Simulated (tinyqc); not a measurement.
Inside a calculation. Method: LCCD on RHF in the sto-6g basis, for H2, spin multiplicity 1. One step of it, computed by the program tinyqc.

Task: Iteration 2 (converged): orbitals. Diagonalise F' = X^T F X, C = X C', fill 1 alpha and 1 beta electrons from the bottom; D = 2 C_occ C_occ^T. Each column has its largest component positive (the first on a tie).

converged F (hartree), order 1H 1s, 2H 1s:
```
[[-0.374146, -0.600818],
 [-0.600818, -0.374146]]
```

X, order 1H 1s, 2H 1s:
```
[[1.250552, -0.475407],
 [-0.475407, 1.250552]]
```

Give: F' = X^T F X; orbital energies; coefficients C; D after iteration 2.

Result:

F' = X^T F X (hartree):
```
[[0.0447, -0.6305],
 [-0.6305, 0.0447]]
```

orbital energies (hartree): [-0.5858, 0.6752]

coefficients C, order 1H 1s, 2H 1s:
```
[[0.5481, 1.2204],
 [0.5481, -1.2204]]
```

D after iteration 2, order 1H 1s, 2H 1s:
```
[[0.6008, 0.6008],
 [0.6008, 0.6008]]
```
